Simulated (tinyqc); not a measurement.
# Worked calculation: MESFET, gradual channel with velocity saturation

Numbers from tinyqc (`OMP_NUM_THREADS=1 python tinyqc.py 2500060 2500061 out.jsonl`; about 0.04 s on one thread of a shared Intel Xeon 2.30GHz). Printed values are rounded.

A uniformly doped n-type channel, depleted from the top by a Schottky gate; at channel potential V the depleted share of a is u = sqrt((Vbi - Vg + V)/Vp), s at the source. Electrons drift with v = mu E/(1 + mu E/vsat). Abrupt depletion edge, no series resistance, source at 0.

Inputs (values chosen for the exercise); material values close to those of gallium arsenide: temperature T = 300 K; relative permittivity of the semiconductor eps_r = 12.8; conduction-band density of states at T Nc = 4.39e17 cm^-3; donor density of the channel Nd = 1.4e17 cm^-3; channel thickness a = 210 nm; low-field mobility at this doping mu = 4100 cm^2/(V s); saturation velocity vsat = 1.2e7 cm/s; gate length L = 1 um; gate width W = 200 um; Schottky barrier phiB = 0.87 V; gate voltage Vg = -1.7 V; drain voltage Vd = 0.64 V.

Constants: q = 1.602176634e-19 C, kB = 1.380649e-23 J/K, Vt = kB T/q, eps0 = 8.8541878128e-14 F/cm where lengths are in cm. Results are converted to the units shown.

Range of the model: The donor density is not small against Nc, so the Boltzmann form of the built-in voltage is rough.

## Built-in and pinch-off voltages

Vbi = phiB - Vt ln(Nc/Nd); Vp = q Nd a^2/(2 eps0 eps_r); G0 = q mu Nd a W/L; Z = mu Vp/(vsat L); s = sqrt((Vbi - Vg)/Vp). VT = Vbi - Vp.

Vbi = 0.840455 V
Vp = 4.36404 V
VT = -3.52358 V
G0 = 386.253 mS
Z = 14.9105
s = 0.762977

Z = 14.9: velocity saturation dominates.

## Current below saturation

u = sqrt((Vbi - Vg + Vd)/Vp). I = (G0 Vp/3) F/(1 + Z (u^2 - s^2)), F = 3 (u^2 - s^2) - 2 (u^3 - s^3), with u at V = Vd; Z = 0 gives constant mobility, for which u stops at 1.

u = 0.853691
F = 0.0839521
I for Z = 0 = 47.1705 mA
I = 14.8025 mA

The falling mobility lowers the current by 68.6 %.

## Iteration 1: the saturation point by Newton steps

u at the start = 0.88

a is the channel (half-)thickness, Vp its pinch-off voltage and Z = mu Vp/(vsat L); an iterate with u > 1 is an overshoot, not a physical state. f = (1 - u)(1 + Z (u^2 - s^2)) - Z F/3, F = 3 (u^2 - s^2) - 2 (u^3 - s^3); f' = -(1 + Z (u^2 - s^2)); u(new) = u - f/f'.

f = -0.0437562
f' = -3.86677
u after iteration 1 = 0.868684

## Iteration 2: the saturation point by Newton steps

As before.

f = -0.00167298
f' = -3.57172
u after iteration 2 = 0.868216

## Course of the iteration: the saturation point by Newton steps

Stop when u changes by less than 1e-10, or after 60 iterations.

Course of the iteration:
```
iteration,u,|change|
1,0.868684,0.0113
2,0.868216,4.68e-4
3,0.868215,7.98e-7
4,0.868215,2.32e-12
```

Converged in 4 iterations. At the end the number of correct digits about doubles with each step.

## Saturation voltage, current and transconductance

um = 0.868215

Vdsat = Vp (um^2 - s^2); Isat = (G0 Vp/Z)(1 - um), which is q Nd vsat a W (1 - um); gm = G0 (um - s)/(1 + Z (um^2 - s^2)). For Z = 0: Vdsat = Vp (1 - s^2), Isat = (G0 Vp/3)(1 - 3 s^2 + 2 s^3), gm = G0 (1 - s).

Vdsat = 0.749142 V
Isat = 14.8983 mA
gm = 11.4194 mS
Vdsat for Z = 0 = 1.82358 V
Isat for Z = 0 = 79.7341 mA
gm for Z = 0 = 91.5507 mS

The current saturates with 13.2 % of the channel still open at the drain, at 0.187 of the constant-mobility current.
